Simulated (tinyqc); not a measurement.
Changing the anneal temperature T: solubility, supersaturation, precipitation and gettering of an impurity in a silicon-like host. Computed by tinyqc, a small Python program. Command: `OMP_NUM_THREADS=1 python tinyqc.py 3017181 3017182 out.jsonl ripen sweep`. One thread of a shared host (Intel(R) Xeon(R) Processor @ 2.30GHz), about 0.01 s of CPU time with the checks.

The wafer was saturated at T1 and is then held at T.

Inputs (values chosen for the exercise, modelled on nickel in silicon):
```
quantity,value,unit
site density N0,5e+22,1/cm^3
enthalpy of solution H,1.71,eV
entropy of solution S,3.4,k_B
diffusion prefactor D0,0.0017,cm^2/s
migration energy Q,0.457,eV
temperature of saturation T1,1450,K
sink density n,4.1e+07,1/cm^3
initial sink radius r0,84,nm
impurity density in the precipitate C_p,2.5e+22,1/cm^3
interface energy gamma,0.41,J/m^2
anneal time t,9,s
```

Constants: k_B = 8.617333262e-05 eV/K; k_B = 1.380649e-23 J/K.

Method:
- C_eq(T) = N0 exp(S/k_B - H/(k_B T)); D(T) = D0 exp(-Q/(k_B T)); C0 = C_eq(T1). Supersaturation s = C0/C_eq(T); critical radius r* = 2 gamma/(C_p k_B T ln s); barrier W* = (4 pi/3) gamma r*^2. Strain energy is left out.
- tau0 = 1/(4 pi n r0 D); C_fixed(t) = C_eq + (C0 - C_eq) exp(-t/tau0). If all excess precipitates, the final radius is r_f = [r0^3 + 3 (C0 - C_eq)/(4 pi n C_p)]^(1/3), with tau_f = 1/(4 pi n r_f D).
- Growing sinks: with y = r/r_f and y0 = r0/r_f, dy/dt = (1 - y^3)/(3 tau_f y), which integrates to t/tau_f = F(y) - F(y0), F(y) = (1/2) ln[(1 + y + y^2)/(1 - y)^2] - sqrt(3) arctan[(2y + 1)/sqrt(3)]; the share of the excess left is (1 - y^3)/(1 - y0^3), and C(t) = C_eq + (C0 - C_eq) x share.

One run for each value:
```
anneal temperature T (K),C(t) with growing sinks (1/cm^3),tau_f (s),supersaturation s,critical radius r* (nm),W*/(k_B T)
798,1.1957e+18,11.943,7.1790e+04,0.2662,11.05
870,7.9075e+17,6.891,9.1687e+03,0.2993,12.81
943,3.9913e+17,4.299,1.5685e+03,0.3424,15.46
1020,1.4455e+17,2.814,3.2032e+02,0.4037,19.88
1090,5.8716e+16,2.021,9.1829e+01,0.4822,26.54
1160,6.4775e+16,1.518,3.0610e+01,0.5986,38.42
1230,1.4928e+17,1.193,1.1563e+01,0.7891,62.97
1300,3.5214e+17,0.991,4.8505e+00,1.1573,128.15
1380,8.5246e+17,0.912,2.0021e+00,2.4799,554.35
```

Over the rows, C(t) with growing sinks (1/cm^3) goes from 1.20e18 through a minimum among these rows, 5.87e16 at 1090, to 8.52e17; tau_f (s) falls from 11.9 to 0.912 (exponent d ln y / d ln x -6.4 between the first rows and -1.4 between the last). When cold, diffusion is too slow for the time given; when hot, the solubility sets the floor.

Caution (rows 798, 870, 943, 1020, 1090): the barrier to homogeneous nucleation is below 35 k_B T for these inputs, so new precipitates would form and outnumber the fixed sinks assumed here. Caution (rows 798, 870, 943): a critical radius of atomic size is outside the capillary model.

Extremes, crossings and ranges named in words are read from the listed rows.
